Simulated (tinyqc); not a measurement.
Propagation of a band-gap error through k.p and effective-mass formulas: sweeps and comparisons. A value that a table varies takes the place of the one given here.

Chain, for a gap E (the reference Eg or another value), with Ep and Dso kept: 1/me = 1 + Ep (E + 2 Dso/3)/(E (E + Dso)); g* = 2 - 2 Ep Dso/(3 E (E + Dso)); g1(E) = g1 + (Ep/3)(1/E - 1/Eg), g2(E) = g2 + (Ep/6)(1/E - 1/Eg), light hole 1/(g1 + 2 g2), heavy hole 1/(g1 - 2 g2) along [100]; optical constant ei(E) = 1 + (ei - 1)(EP/(EP + E - Eg))^2, static e0(E) = ei(E) + e0 - ei.

Donor: R = Ry me/e0^2, a_B = a0 e0/me, Mott density (0.26/a_B)^3. Nc, Nv = 2 (m kT/(4 pi c))^(3/2), c = hbar^2/2m0, ni = sqrt(Nc Nv) exp(-E/2kT). Exciton: Ry mu/e0^2 with 1/mu = 1/me + g1(E). 1 angstrom^-3 = 1e24 cm^-3.

Constants: Ry = 13.60569312 eV; a0 (Bohr radius) = 0.5291772105 angstrom; kB = 8.617333262e-05 eV/K; hbar^2/2m0 = 3.80998211 eV angstrom^2.

Values chosen for the exercise (reference values near those of GaAs, gap at low temperature; shifted at random, so the results belong to these values and not to a real crystal): Eg = 1.54 eV (gap at Gamma to the s-like level); Dso = 0.348 eV (spin-orbit splitting); Ep = 25.2 eV (Kane energy); g1 = 6.96 (Luttinger gamma1); g2 = 2.06 (gamma2); e0 = 12.81 (static dielectric constant); ei = 10.79 (optical dielectric constant); EP = 5.21 eV (mean (Penn) gap); mh = 0.64 m0 (density-of-states mass of the holes); T = 300 K (temperature); Eg2 = 0.585 eV (a wrong gap, of the size a semi-local functional can give).

## The size of the error

E = f Eg; ratios against f = 1.

Results:

| f | E (eV) | me ratio | light-hole ratio | e0 ratio | donor ratio | Mott ratio | g* | log10 ni ratio |
|---|---|---|---|---|---|---|---|---|
| 0.25 | 0.385 | 0.292 | 0.253 | 1.497 | 0.130 | 0.00739 | -18.717 | 9.30 |
| 0.40 | 0.616 | 0.442 | 0.404 | 1.365 | 0.237 | 0.0340 | -7.845 | 7.50 |
| 0.60 | 0.924 | 0.634 | 0.604 | 1.219 | 0.427 | 0.141 | -2.974 | 5.03 |
| 0.80 | 1.232 | 0.820 | 0.802 | 1.099 | 0.679 | 0.415 | -1.003 | 2.52 |
| 1.00 | 1.540 | 1.000 | 1.000 | 1.000 | 1.000 | 1.00 | -0.011 | 0.00 |
| 1.20 | 1.848 | 1.175 | 1.196 | 0.917 | 1.398 | 2.11 | 0.559 | -2.53 |
| 1.50 | 2.310 | 1.431 | 1.489 | 0.816 | 2.150 | 5.39 | 1.048 | -6.35 |
| 2.00 | 3.080 | 1.837 | 1.970 | 0.691 | 3.847 | 18.8 | 1.446 | -12.74 |

Between f = 0.8 and 1.2 the mean powers d ln(ratio)/d ln f are 0.89 for me, 0.98 for the light hole, -0.45 for e0, 1.78 for the donor energy and 4.01 for the Mott density; ni moves by -0.82 decades per 0.1 eV, against -0.1 eV/(2 kT ln 10) = -0.84 from the exponential alone, the rest coming from Nc through me^(3/4). g* changes sign between f = 1.00 and 1.20; the place of this zero hangs on remote bands, which are left out.

## What each input does

All at E = Eg2. Each row changes one parameter from the base and keeps the others.

Results:

| case | me (m0) | light hole (m0) | e0 | donor (meV) | exciton (meV) | log10 ni |
|---|---|---|---|---|---|---|
| base | 0.0258 | 0.0346 | 17.70 | 1.122 | 0.796 | 13.149 |
| Eg2 = 0.538 eV | 0.0240 | 0.0318 | 18.03 | 1.004 | 0.712 | 13.520 |
| Dso = 0.376 eV | 0.0260 | 0.0346 | 17.70 | 1.130 | 0.800 | 13.152 |
| Ep = 23.184 eV | 0.0280 | 0.0364 | 17.70 | 1.217 | 0.854 | 13.176 |
| g1 = 7.517 | 0.0258 | 0.0340 | 17.70 | 1.122 | 0.788 | 13.149 |
| EP = 4.793 eV | 0.0258 | 0.0346 | 18.29 | 1.051 | 0.745 | 13.149 |
| ei = 11.653 | 0.0258 | 0.0346 | 18.13 | 1.069 | 0.758 | 13.149 |
| mh = 0.589 m0 | 0.0258 | 0.0346 | 17.70 | 1.122 | 0.796 | 13.122 |
| T = 276 K | 0.0258 | 0.0346 | 17.70 | 1.122 | 0.796 | 12.668 |

The largest shifts from the base row, up to three for each result and ties (the steps differ in size, so this ranks the rows, not the parameters). me (m0): Ep +0.0022, Eg2 -0.0018, Dso +0.0002; unchanged at the printed digits by g1, EP, ei, mh and T. light hole (m0): Eg2 -0.0028, Ep +0.0018, g1 -0.0007; unchanged at the printed digits by Dso, EP, ei, mh and T. e0: EP +0.59, ei +0.43, Eg2 +0.33; unchanged at the printed digits by Dso, Ep, g1, mh and T. donor (meV): Eg2 -0.118, Ep +0.095, EP -0.071; unchanged at the printed digits by g1, mh and T. exciton (meV): Eg2 -0.084, Ep +0.058, EP -0.051; unchanged at the printed digits by mh and T. log10 ni: T -0.482, Eg2 +0.371, mh -0.027; unchanged at the printed digits by g1, EP and ei.

Computed by tinyqc, a small Python program: `OMP_NUM_THREADS=1 python tinyqc.py 1850559 1850560 out.jsonl` (the numbers bound the seed that draws the inputs); one thread of a shared host (Intel(R) Xeon(R) Processor @ 2.30GHz), about 0.01 s for the whole set of steps.
